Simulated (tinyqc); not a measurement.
Oscillation of the Fermi level: Landau levels of massive Dirac electrons in two valleys.

H = hv (tau kx sx + ky sy) + (D/2) sz. Conduction levels E_N = sqrt(D^2/4 + 2N hv^2/l^2) - D/2 from the band edge; N = 1, 2, ... occur in both valleys, N = 0 in one valley only (its partner in the other valley lies at the valence edge). Each state is twofold in spin; spin splittings are left out.

In a field B along z: l = 1/sqrt((e/hbar) B) is the magnetic length, n_B = B/(h/e) the number of states per area in one level, hbar wc = 2 muB B/m for mass m in m0; 1/angstrom^2 = 1e16/cm^2.

Level 0 takes 2 n_B electrons and each higher level 4 n_B. At zero temperature and without broadening EF sits in the partly filled level.

Constants: e/hbar = 1.519267448e-05 1/(T angstrom^2); h/e = 413566.7697 T angstrom^2; muB = 5.788381798e-05 eV/T.

Inputs chosen for the exercise (a gapped graphene sheet; not measured data):
```
symbol  value                                                    unit         meaning
hv      6.14                                                     eV angstrom  hbar v
D       0.15                                                     eV           gap
n       4.9                                                      x 1e11/cm^2  electron sheet density
Bo      (0.934, 1.06, 1.22, 1.43, 1.74, 2.22, 3.06, 4.93, 12.7)  T            fields
```

Fixed density, zero temperature, no broadening. At B = 0, EF = sqrt(D^2/4 + hv^2 pi n) - D/2.

Filling:
```
B (T),nu,partly filled level,EF (meV),filled share
0.934,21.70,5,29.76,0.92
1.06,19.12,5,33.15,0.28
1.22,16.61,4,30.90,0.65
1.43,14.17,4,35.35,0.04
1.74,11.65,3,32.72,0.41
2.22,9.13,2,28.49,0.78
3.06,6.62,2,37.41,0.16
4.93,4.11,1,31.17,0.53
12.7,1.60,0,0.00,0.80
```

EF at B = 0 = 31.90 meV

What does the comparison show?

EF runs between 0.0 and 37.4 meV around its zero-field value of 31.9 meV. It follows a level while that level empties and falls to the next one down when nu passes a filled shell; the partly filled level changes 5 times in this table.

tinyqc: `OMP_NUM_THREADS=1 python tinyqc.py 1281255 1281256 out.jsonl`; about 0.01 s, one thread, shared Intel(R) Xeon(R) Processor @ 2.30GHz.
